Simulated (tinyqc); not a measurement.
Three-phonon processes in a diatomic chain: dispersion, energy and momentum conservation, and decay channels of optical phonons: one step, computed by the program tinyqc.

Cell length a, two atoms, one spring constant. x = q a/pi runs from -1 to 1; A and O are the acoustic and optical branches. Matrix elements are not computed: only conservation laws and occupation factors are followed.

Problem. Dispersion. omega^2 = k (1/m + 1/M) -/+ k sqrt((1/m + 1/M)^2 - 4 sin^2(pi x/2)/(m M)); nu = 15.6333042 THz x sqrt(omega^2) for eV/(angstrom^2 u).

Inputs (values chosen for the exercise, for a model chain): light mass m = 27 u; heavy mass M = 185 u; spring constant k = 12 eV/angstrom^2.

Constants: nu for 1 eV/(angstrom^2 u) = 15.6333042 THz.

Give: the table «Branches» with the columns nu_A (THz), nu_O (THz), for x = 0.10, 0.20, 0.35, 0.50, 0.65, 0.80, 0.90, 1.00.

Solution.

Branches:
```
x     nu_A (THz)  nu_O (THz)
0.10       0.824       15.76
0.20       1.634       15.69
0.35       2.792       15.53
0.50       3.834       15.31
0.65       4.698       15.06
0.80       5.313       14.86
0.90       5.550       14.77
1.00       5.631       14.74
```
